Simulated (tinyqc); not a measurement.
# Planar ballistic transistor, top-of-the-barrier model: what changes with what

At the top of the source barrier, states moving towards the drain are filled by the source (Fermi level 0) and states moving back by the drain (Fermi level -q Vd); nothing scatters. U is the shift of the band edge there, set by the capacitances CG, CD and CS (the total) and by the charge. Parabolic two-dimensional band; the source is grounded.

Parameters, values chosen for the exercise; mass and valleys close to those of silicon (two valleys):
- T = 250 K (temperature)
- m = 0.181 m0 (effective mass)
- gv = 2 (valley degeneracy)
- eox = 22 (relative permittivity of the gate insulator)
- tox = 2 nm (insulator thickness)
- aG = 0.87 (gate control CG/CS)
- aD = 0.03 (drain control CD/CS)
- E0 = 0.38 eV (band edge at the barrier top above the source Fermi level at zero bias)

Constants: q = 1.602176634e-19 C, kB = 1.380649e-23 J/K, hbar = 1.054571817e-34 J s, m0 = 9.1093837015e-31 kg, Vt = kB T/q, eps0 = 8.8541878128e-14 F/cm where lengths are in cm. Results are converted to the units shown.

Each table varies one quantity; the others keep the values above.

## Effect of the band edge at the barrier top above the source Fermi level at zero bias

N0 = gv m kB T/(pi hbar^2), CG = eps0 eox/tox, vT = sqrt(2 kB T/(pi m)), CS = CG/aG, n0 = n at U = 0 and Vd = 0. eta1 = -(E0 + U)/Vt, eta2 = eta1 - Vd/Vt, n = (N0/2)[F_0(eta1) + F_0(eta2)], F_0(x) = ln(1 + exp x). U = UL + q (n - n0)/CS with UL = -(aG Vg + aD Vd), energies in eV. I = q (N0/2) vT [F_(1/2)(eta1) - F_(1/2)(eta2)] per width, F_(1/2)(x) = (2/sqrt(pi)) int_0^infinity u^(1/2)/(1 + exp(u - x)) du. CQ = (q/Vt) dn/d(eta1).

In this table Vg = 0.4 V, Vd = 0.4 V.

Results:
```
E0 (eV),eta1,n (cm^-2),I (uA/um),mean velocity I/(q n) (cm/s),CQ/CS
0.1,5.8048,9.4603e12,3289.6,2.1704e7,1.0788
0.15,4.6779,7.6348e12,2428.8,1.9856e7,1.0721
0.2,3.5524,5.8325e12,1676.5,1.7941e7,1.0519
0.25,2.4075,4.0620e12,1040.8,1.5992e7,0.99271
0.3,1.2009,2.3847e12,539.59,1.4123e7,0.83179
0.4,-1.9947,2.0777e11,39.151,1.1761e7,0.12959
0.45,-4.1938,2.4394e10,4.5217,1.1570e7,0.016084
```

Estimate the missing row, E0 = 0.35 eV.

Computed row:
```
E0 (eV),eta1,n (cm^-2),I (uA/um),mean velocity I/(q n) (cm/s),CQ/CS
0.35,-0.18862,9.8267e11,198.14,1.2585e7,0.49017
```

With this row back in the table: As E0 goes from 0.1 to 0.45 eV, n falls from 9.46e12 to 2.44e10 cm^-2, the mean velocity falls from 2.17e7 to 1.16e7 cm/s and the current falls from 3290 to 4.52 uA/um. CQ/CS goes from 1.1 to 0.016.

## Effect of the valley degeneracy

Same model as above.

CQ = (q/Vt) dn/d(eta1). E0 is held fixed.

In this table Vg = 0.4 V, Vd = 0.4 V.

Result of one run:
```
gv,eta1,n (cm^-2),I (uA/um),mean velocity I/(q n) (cm/s),CQ/CS
6,-1.552,9.388e11,178.6,1.187e7,0.5674
```

What becomes of these results when the valley degeneracy gv is changed from 6 to 4, all else the same?

Result of the changed run:
```
gv,eta1,n (cm^-2),I (uA/um),mean velocity I/(q n) (cm/s),CQ/CS
4,-1.404,7.156e11,136.7,1.192e7,0.4268
```

The whole series:
```
gv,eta1,n (cm^-2),I (uA/um),mean velocity I/(q n) (cm/s),CQ/CS
1,-1.086,2.369e11,45.71,1.204e7,0.1366
2,-1.211,4.249e11,81.61,1.199e7,0.2484
3,-1.315,5.813e11,111.3,1.195e7,0.3437
4,-1.404,7.156e11,136.7,1.192e7,0.4268
6,-1.552,9.388e11,178.6,1.187e7,0.5674
```

As gv goes from 1 to 6, n rises from 2.37e11 to 9.39e11 cm^-2, the mean velocity falls from 1.20e7 to 1.19e7 cm/s and the current rises from 45.7 to 179 uA/um. CQ/CS goes from 0.14 to 0.57.

tinyqc, about 0.01 s, one thread, Intel Xeon 2.30GHz (shared host): `OMP_NUM_THREADS=1 python tinyqc.py 2400090 2400091 out.jsonl`
